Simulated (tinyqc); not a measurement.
Resonant-tunnelling diode, transfer matrices and Tsu-Esaki current: two steps of the calculation.

Emitter (band edge 0), barrier d1, well Lw, barrier d2, collector (edge -V). The bias drops linearly over these layers and none in the contacts; each layer is cut into ns equal slices, flat at the value of their centres. E is the energy of motion across the layers, C = hbar^2/(2 m0), psi and psi'/m are continuous. Transport is coherent, T(E) is taken as independent of the transverse momentum, and charge in the well is ignored.

Values chosen for this exercise; masses and offsets of a made-up heterostructure:
- T = 300 K (temperature)
- mw = 0.05 m0 (mass in the well, spacer and contacts)
- U1 = 1.2 eV (barrier height)
- m1 = 0.2 m0 (barrier mass)
- d1 = 1.1 nm (emitter barrier)
- Lw = 2.5 nm (well width)
- d2 = 1.1 nm (collector barrier)
- ns = 4 (slices in each layer)
- Ef = 0.11 eV (Fermi energy of both contacts above their band edges)
- V = 0.27 V (bias of the collector)

Constants: q = 1.602176634e-19 C, kB = 1.380649e-23 J/K, hbar = 1.054571817e-34 J s, m0 = 9.1093837015e-31 kg, Vt = kB T/q. Results are converted to the units shown.

Task 1. Slices under bias. U = edge of the layer - V x/Lt at the centre x of each slice, Lt the summed thickness.

Give: U; m; width.

Result 1.

```
slice	U (eV)	m (m0)	width (nm)
0	1.192	0.2	0.2750
1	1.176	0.2	0.2750
2	1.161	0.2	0.2750
3	1.145	0.2	0.2750
4	-0.081	0.05	0.6250
5	-0.117	0.05	0.6250
6	-0.153	0.05	0.6250
7	-0.189	0.05	0.6250
8	0.985	0.2	0.2750
9	0.969	0.2	0.2750
10	0.954	0.2	0.2750
11	0.938	0.2	0.2750
```

Task 2. Current from the resonance alone. J = J0 times the integral over E > 0 of T(E) N(E), N = ln[(1 + exp((Ef - E)/Vt))/(1 + exp((Ef - V - E)/Vt))], J0 = q^2 mw m0 kB T/(2 pi^2 hbar^3) (times 1e-4 for A/cm^2 per eV). For a sharp resonance J = J0 (pi G/2) Tp N(Er), with Er the peak energy, Tp the peak transmission and G the full width at half maximum (in eV). The three values given are estimates from a parabola through three points of 1/T(E).

Er = 0.13502033 eV
Tp = 0.89044289
G = 6.1635965 meV

Find: J0; N(Er); J.

Result 2.

J0 = 2.092e7 A/(cm^2 eV)
N(Er) = 0.3220
J = 58.07 kA/cm^2

The full integral over T(E) gives 58.63 kA/cm^2; the value above is 0.95 % below it.

tinyqc, about 0.3 s, one thread, Intel Xeon 2.30GHz (shared host): `OMP_NUM_THREADS=1 python tinyqc.py 2600138 2600139 out.jsonl`
